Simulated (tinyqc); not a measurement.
A fit that cannot start: fitting sp3s* parameters to three gaps by Newton steps.

sp3s* tight binding, nearest neighbours only: anion (a) at 0, cation (c) at a/4 (1,1,1), orbitals s, px, py, pz, s* on each; k in units of 2 pi/a. With phases e_j = exp(i (pi/2) k.n_j) for n = (1,1,1), (1,-1,-1), (-1,1,-1), (-1,-1,1): g0 = (e1+e2+e3+e4)/4, g1 = (e1+e2-e3-e4)/4, g2 = (e1-e2+e3-e4)/4, g3 = (e1-e2-e3+e4)/4. The diagonal holds the levels Esa, Epa, Exa (s*) and Esc, Epc, Exc. Anion-cation block: <sa|sc> = Vss g0; <sa|xc> = Vsapc g1; <xa|sc> = -Vscpa g1; <xa|xc> = Vxx g0; <xa|yc> = <ya|xc> = Vxy g3, <xa|zc> = <za|xc> = Vxy g2, <ya|zc> = <za|yc> = Vxy g1; <s*a|xc> = Vxapc g1; <xa|s*c> = -Vpaxc g1; y and z take g2 and g3 in place of g1; s-s* and s*-s* vanish.

Gaps are level 5 at Gamma, X = (1,0,0) and L = (1/2,1/2,1/2) less level 4 at Gamma; no spin-orbit coupling. Free parameters: Vxy, Vxapc and Vpaxc. H is linear in them, so by Hellmann-Feynman J_ij = <u|dH/dp_j|u> for level 5 at point i less the same for level 4 at Gamma. Newton: p(new) = p + J^-1 (target - gaps); stop when all misses are below 1e-7 eV.

Inputs chosen for the exercise (out of a larger set: near a published set for GaSb, fitted to gaps, whose masses and valley positions are rough; not measured data): p = (-7.377, 0.847, -3.917, 2.933, 6.676, 5.959, -6.213, 1.589, 4.12, 4.911, 4.721, 5.006, 4.203) eV (start, order Esa, Epa, Esc, Epc, Exa, Exc, Vss, Vxx, Vxy, Vsapc, Vscpa, Vxapc, Vpaxc); tg = (0.737, 1.1207, 1.1111) eV (target gaps at Gamma, X, L).

J at the start, its singular values and the left singular vector of the smallest (largest component positive).

J:
```
           Vxy    Vxapc    Vpaxc
Gamma   0.0000   0.0000   0.0000
X       0.0000  -0.8441   0.0000
L      -0.3059  -0.2139  -0.1821
```

singular values: 0.8760  0.3431  0.0000

left singular vector: Gamma 1.000, X 0.000, L 0.000

Can these three parameters meet the three targets?

No. The smallest singular value is 0.0000, so some combination of gaps cannot be moved: the row for Gamma is zero, as none of the three parameters enters that gap. A rerun with Vss, Vxapc and Vpaxc free meets the targets in 4 steps, at -6.134, 5.096 and 2.900 eV.

Program tinyqc; command `OMP_NUM_THREADS=1 python tinyqc.py 1480496 1480497 out.jsonl`; about 0.01 s on one thread of a shared Intel(R) Xeon(R) Processor @ 2.30GHz.
